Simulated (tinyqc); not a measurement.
The gap of an alloy series: thresholds of impact ionisation and Auger recombination from band masses.

Parabolic bands, no phonon. At threshold the three slow carriers share one velocity. With M their total mass and m4 the mass of the fast carrier, the fast carrier has the kinetic energy E_T = G M/(M - m4) and the slow ones together E_a = G m4/(M - m4), the activation energy of the Auger rate. CCCH (fast electron): G = Eg, M = 2 me + mh, m4 = me. CHHS (hole into the split-off band): G = Eg - Dso, M = 2 mh + me, m4 = ms; this form holds for Eg > Dso (below, the process needs about Dso - Eg and is marked by a dash). CHHL (hole into the light band): G = Eg, M = 2 mh + me, m4 = ml. CHHH (fast heavy hole): G = Eg, M = 2 mh + me, m4 = mh.

Non-parabolic fast electron: E (1 + alpha E) = c k^2/me with alpha = (1 - me)^2/Eg; the slow carriers stay parabolic, so E_T = Eg + me E_T (1 + alpha E_T)/M, M = 2 me + mh (the root between Eg and 1.9 Eg).

Constants: kB = 8.617333262e-05 eV/K; hc = 1239.841984 eV nm.

Values chosen for the exercise (near those of InAs, gap at low temperature and not tied to T; not measured data): Eg = 0.411 eV (gap at Gamma to the s-like level); Dso = 0.379 eV (spin-orbit splitting); me = 0.0257 m0 (electron mass at Gamma); mh = 0.41 m0 (heavy-hole mass); ms = 0.139 m0 (split-off mass); ml = 0.0269 m0 (light-hole mass); T = 350 K (temperature).

Eg is varied with me and ml proportional to it; mh, ms and Dso are kept. E_a of three processes; wavelength hc/Eg.

Results:

| Eg (eV) | wavelength (micrometre) | me | CCCH (meV) | CCCH non-parabolic (meV) | CHHS (meV) | CHHL (meV) | log10 exp(-E_a/kT), non-parabolic |
|---|---|---|---|---|---|---|---|
| 0.123 | 10.08 | 0.0077 | 2.3 | 4.7 | - | 1.2 | -0.07 |
| 0.206 | 6.02 | 0.0129 | 6.3 | 13.2 | - | 3.4 | -0.19 |
| 0.308 | 4.03 | 0.0193 | 13.8 | 29.8 | - | 7.6 | -0.43 |
| 0.411 | 3.02 | 0.0257 | 24.2 | 53.7 | 6.3 | 13.5 | -0.77 |
| 0.514 | 2.41 | 0.0321 | 37.4 | 84.9 | 26.3 | 21.1 | -1.22 |
| 0.658 | 1.88 | 0.0411 | 60.0 | 141.5 | 53.7 | 34.6 | -2.04 |
| 0.822 | 1.51 | 0.0514 | 91.6 | 225.3 | 84.1 | 54.1 | -3.24 |

What does the comparison show, and why?

E_a of CCCH goes nearly as Eg^2 (power 1.95 over the table), as both G and me grow; the non-parabolic value goes with the power 2.04, and its Boltzmann factor spans 3.2 decades; rows with E_a far above kT are formal, since phonon-assisted processes and side valleys rule there. CHHS is resonant at Eg = Dso = 0.379 eV, with no activation, and is the easiest process near there; it has the lowest E_a of the parabolic values for Eg = 0.411 eV.

(tinyqc, `OMP_NUM_THREADS=1 python tinyqc.py 1850299 1850300 out.jsonl`, Intel(R) Xeon(R) Processor @ 2.30GHz, 1 thread, shared host, about 0.01 s.)
